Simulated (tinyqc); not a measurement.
Heavy doping: gap narrowing, degeneracy and the minority density: one step. Product and minority density. Four cases, with inputs chosen for the exercise.

Question. Combine both effects.

Majority: N = Nc F_1/2(eta), eta the distance of EF beyond the majority band edge in kT. Degeneracy factor gam = F_1/2(eta)/exp(eta). ni0^2 = Nc Nv exp(-Eg/kT); product n p = ni0^2 gam exp(dEg/kT), dEg the true narrowing; apparent narrowing dEa = dEg + kT ln gam; minority density = n p/N.

Constants: kB = 8.617333262e-05 eV/K.

Case 1.

Values chosen (gap and densities of states near those of Si at this temperature; narrowing constants near the fits for Si; shifted at random, so the results belong to these values and not to a real crystal): N = 2.2e+19 1/cm^3 (ionised donors, equal to the majority density); Eg = 1.089 eV (gap); Nc = 5.05e+19 1/cm^3 (conduction-band density of states); Nv = 2.03e+19 1/cm^3 (valence-band density of states); T = 450 K.

dEg (empirical fit) = 75.0962 meV
gam = 0.858047

Case 2.

Values chosen (gap and densities of states near those of Si at this temperature; narrowing constants near the fits for Si; shifted at random, so the results belong to these values and not to a real crystal): N = 6.1e+18 1/cm^3 (ionised donors, equal to the majority density); Eg = 1.082 eV (gap); Nc = 5.1e+19 1/cm^3 (conduction-band density of states); Nv = 2.08e+19 1/cm^3 (valence-band density of states); T = 450 K.

dEg (empirical fit) = 57.8773 meV
gam = 0.958662

Case 3.

Values chosen (gap and densities of states near those of Si at this temperature; narrowing constants near the fits for Si; shifted at random, so the results belong to these values and not to a real crystal): N = 1.4e+19 1/cm^3 (ionised donors, equal to the majority density); Eg = 1.121 eV (gap); Nc = 2.71e+19 1/cm^3 (conduction-band density of states); Nv = 1.13e+19 1/cm^3 (valence-band density of states); T = 300 K.

dEg (empirical fit) = 77.4645 meV
gam = 0.834146

Case 4.

Values chosen (gap and densities of states near those of Si at this temperature; narrowing constants near the fits for Si; shifted at random, so the results belong to these values and not to a real crystal): N = 3.7e+19 1/cm^3 (ionised donors, equal to the majority density); Eg = 1.14 eV (gap); Nc = 2.82e+19 1/cm^3 (conduction-band density of states); Nv = 1.12e+19 1/cm^3 (valence-band density of states); T = 300 K.

dEg (empirical fit) = 81.4040 meV
gam = 0.634015

Give: ni0; exp(dEg/kT); dEa; sqrt(n p); minority density.

Answer.

Case 1.

ni0 = 2.55e+13 1/cm^3
exp(dEg/kT) = 6.93
dEa = 69.2 meV
sqrt(n p) = 6.23e+13 1/cm^3
minority density = 1.76e+08 1/cm^3

Narrowing multiplies the product by 6.93 and degeneracy by 0.858; together they change the minority density by a factor 5.95 against ni0^2/N.

Case 2.

ni0 = 2.84e+13 1/cm^3
exp(dEg/kT) = 4.45
dEa = 56.2 meV
sqrt(n p) = 5.87e+13 1/cm^3
minority density = 5.65e+08 1/cm^3

Narrowing multiplies the product by 4.45 and degeneracy by 0.959; together they change the minority density by a factor 4.26 against ni0^2/N.

Case 3.

ni0 = 6.71e+09 1/cm^3
exp(dEg/kT) = 20.0
dEa = 72.8 meV
sqrt(n p) = 2.74e+10 1/cm^3
minority density = 53.8 1/cm^3

Narrowing multiplies the product by 20 and degeneracy by 0.834; together they change the minority density by a factor 16.7 against ni0^2/N.

Case 4.

ni0 = 4.72e+09 1/cm^3
exp(dEg/kT) = 23.3
dEa = 69.6 meV
sqrt(n p) = 1.82e+10 1/cm^3
minority density = 8.91 1/cm^3

Narrowing multiplies the product by 23.3 and degeneracy by 0.634; together they change the minority density by a factor 14.8 against ni0^2/N.

Computed by tinyqc, one run a case: `OMP_NUM_THREADS=1 python tinyqc.py N N+1 out.jsonl` with N = 1680038, 1680232, 1680233, 1680237; one thread of a shared Intel(R) Xeon(R) Processor @ 2.30GHz, about 0.01 s a run at most.
